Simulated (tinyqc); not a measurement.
Jacobi rotations on a symmetric matrix, step by step. Computed by tinyqc, a small Python program that keeps every step. Settings: method = jacobi. Command: `OMP_NUM_THREADS=1 python tinyqc.py 24865 24866 out.jsonl` (the two numbers bound the seeds that draw the settings). One thread of a shared host (Intel(R) Xeon(R) Processor @ 2.60GHz), about 0.01 s of CPU time with the checks.

## Jacobi rotation 1

A:
```
         1        2        3        4        5
1   1.7410  -0.1310   0.6910  -0.8660  -0.5700
2  -0.1310   2.0120   0.4930  -0.7320   0.2550
3   0.6910   0.4930   2.6260   0.3660  -0.7000
4  -0.8660  -0.7320   0.3660   3.1650   0.5760
5  -0.5700   0.2550  -0.7000   0.5760   3.7070
```

Take the largest off-diagonal element A_pq; tan 2 theta = 2 A_pq / (A_qq - A_pp) with |theta| <= pi/4; A' = J^T A J with J_pp = J_qq = cos, J_pq = sin, J_qp = -sin.

p, q, theta (rad): 1.0000  4.0000  -0.4413

A':
```
         1        2        3        4        5
1   1.3319  -0.4311   0.7811   0.0000  -0.2693
2  -0.4311   2.0120   0.4930  -0.6059   0.2550
3   0.7811   0.4930   2.6260   0.0358  -0.7000
4   0.0000  -0.6059   0.0358   3.5741   0.7643
5  -0.2693   0.2550  -0.7000   0.7643   3.7070
```

## Jacobi rotation 2

As before.

p, q, theta (rad): 1.0000  3.0000  0.4395

A':
```
         1        2        3        4        5
1   0.9646  -0.5999   0.0000  -0.0152   0.0541
2  -0.5999   2.0120   0.2627  -0.6059   0.2550
3   0.0000   0.2627   2.9933   0.0324  -0.7481
4  -0.0152  -0.6059   0.0324   3.5741   0.7643
5   0.0541   0.2550  -0.7481   0.7643   3.7070
```

## Jacobi rotation 3

As before.

p, q, theta (rad): 4.0000  5.0000  0.7420

A':
```
         1        2        3        4        5
1   0.9646  -0.5999   0.0000  -0.0478   0.0296
2  -0.5999   2.0120   0.2627  -0.6189  -0.2215
3   0.0000   0.2627   2.9933   0.5294  -0.5295
4  -0.0478  -0.6189   0.5294   2.8734   0.0000
5   0.0296  -0.2215  -0.5295   0.0000   4.4077
```

## All rotations

The off-diagonal norm falls at every rotation.

Rotations:
```
step    p    q      theta  off-diagonal norm
1       1    4    -0.4413           2.29e+00
2       1    3     0.4395           2.00e+00
3       4    5     0.7420           1.69e+00
4       2    4    -0.4814           1.44e+00
5       1    2    -0.4959           1.21e+00
6       3    5    -0.3213           9.54e-01
7       3    4     0.5440           8.04e-01
8       2    3     0.4263           6.35e-01
9       2    5    -0.1020           4.91e-01
10      1    4     0.0997           2.95e-01
11      1    5    -0.0327           2.30e-01
...   ...  ...        ...                ...
21      1    5    -0.0007           2.40e-03
22      3    5     0.0008           8.95e-04
23      2    4  -3.06e-04           5.41e-04
24      1    3  -1.79e-04           7.76e-05
25      3    4   7.81e-05           6.62e-06
26      4    5   2.62e-06           4.97e-06
27      1    2  -2.39e-06           3.01e-06
28      2    3  -2.22e-06           4.49e-07
29      1    5  -7.94e-08           1.81e-08
30      1    4   4.53e-09           1.64e-09
31      2    5   4.00e-10           3.50e-10
```

eigenvalues: 0.6302  1.7995  2.7477  3.4472  4.6265
